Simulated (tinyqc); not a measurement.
# Inputs raised by 10 %, one at a time

Model: equilibrium and kinetic segregation of a solute to boundaries and growing surfaces. Computed by tinyqc, a small Python program. Command: `OMP_NUM_THREADS=1 python tinyqc.py 3029673 3029674 out.jsonl segreg sens`. One thread of a shared host (Intel(R) Xeon(R) Processor @ 2.30GHz), about 0.01 s of CPU time with the checks.

Inputs (values chosen for the exercise, for a model alloy): segregation energy Q = 0.277 eV; interaction z w (positive attracts) = 0.0045 eV; total solute fraction x0 = 0.0011; temperature T = 1025 K; grain size d = 660 nm; boundary thickness delta = 0.39 nm; bulk diffusivity D = 9.9e-20 m^2/s; anneal time t = 64 s; exchange barrier E_b = 1.34 eV; surface segregation energy E_s = 0.19 eV; growth temperature T_g = 750 K; growth rate = 0.069 monolayers/s; mixing = 0.3.

Isotherm: Fowler-Guggenheim.

Constants: k_B = 8.617333262e-05 eV/K.

Method:
- With theta the solute fraction on boundary sites and x that in the grains, theta/(1 - theta) = [x/(1 - x)] exp[(Q + z w theta)/(k_B T)].
- The coverage theta_inf is that for x = x0. Start at theta = 0; theta(new) = theta + mixing (theta(out) - theta); stop below 1e-10, 80 steps at most.
- Finite grains: boundary sites are the fraction f = 3 delta/d, and x0 = (1 - f) x + f theta; solve both equations for theta; share at boundaries = f theta/x0.
- McLean kinetics from a uniform start, fed from both sides, with a constant enrichment beta = theta_inf/x0: (theta - x0)/(theta_inf - x0) = 1 - exp(s^2) erfc(s), s = 2 sqrt(D t)/(beta delta); half filling at s = 0.7691, t = (0.7691 beta delta/2)^2/D. D is an input and does not follow T.
- Two-state exchange during growth, dilute: jump up r_u = nu exp(-E_b/(k_B T_g)), jump back r_d = r_u exp(-E_s/(k_B T_g)), nu = 1e13 1/s. In the time 1/R of one monolayer the share carried up is p = [r_u/(r_u + r_d)] [1 - exp(-(r_u + r_d)/R)]; the tail decays as p^n, length -1/ln p monolayers; the equilibrium limit has p = r_u/(r_u + r_d).

Runs; columns: (1) input moved; (2) from; (3) to; (4) coverage theta; (5) share of solute at boundaries (%); (6) decay length (monolayers); (7) time to half filling (s):
```
(1)                                          (2)      (3)       (4)     (5)     (6)     (7)
base run                                       -        -  0.023857  3.8447  19.408  114.98
segregation energy Q (eV)                  0.277   0.3047  0.031947  5.1485  19.408  211.60
interaction z w (positive attracts) (eV)  0.0045  0.00495  0.023859  3.8451  19.408  115.01
total solute fraction x0                  0.0011  0.00121  0.026188  3.8367  19.408  114.47
temperature T (K)                           1025   1127.5  0.018207  2.9342  19.408   65.77
surface segregation energy E_s (eV)         0.19    0.209  0.023857  3.8447  25.872  114.98
growth temperature T_g (K)                   750      825  0.023857  3.8447  14.971  114.98
growth rate (monolayers/s)                 0.069   0.0759  0.023857  3.8447  19.408  114.98
```

Exponents ln(y'/y) / ln(x'/x):
```
input                                coverage theta  share of solute at boundaries  decay length  time to half filling
segregation energy Q                          3.064                          3.064         0.000                 6.399
interaction z w (positive attracts)           0.001                          0.001         0.000                 0.003
total solute fraction x0                      0.978                         -0.022         0.000                -0.047
temperature T                                -2.836                         -2.836         0.000                -5.861
surface segregation energy E_s                0.000                          0.000         3.016                 0.000
growth temperature T_g                        0.000                          0.000        -2.723                 0.000
growth rate                                   0.000                          0.000         0.000                 0.000
```

Which inputs matter most for each result?

Among the inputs moved here: coverage theta answers most in size to segregation energy Q (exponent +3.064), next to temperature T (-2.836); its exponent is below 0.0005 for surface segregation energy E_s, growth temperature T_g, growth rate. Share of solute at boundaries answers most in size to segregation energy Q (exponent +3.064), next to temperature T (-2.836); its exponent is below 0.0005 for surface segregation energy E_s, growth temperature T_g, growth rate. Decay length answers most in size to surface segregation energy E_s (exponent +3.016), next to growth temperature T_g (-2.723); its exponent is below 0.0005 for segregation energy Q, interaction z w (positive attracts), total solute fraction x0, temperature T, growth rate. Time to half filling answers most in size to segregation energy Q (exponent +6.399), next to temperature T (-5.861); its exponent is below 0.0005 for surface segregation energy E_s, growth temperature T_g, growth rate.
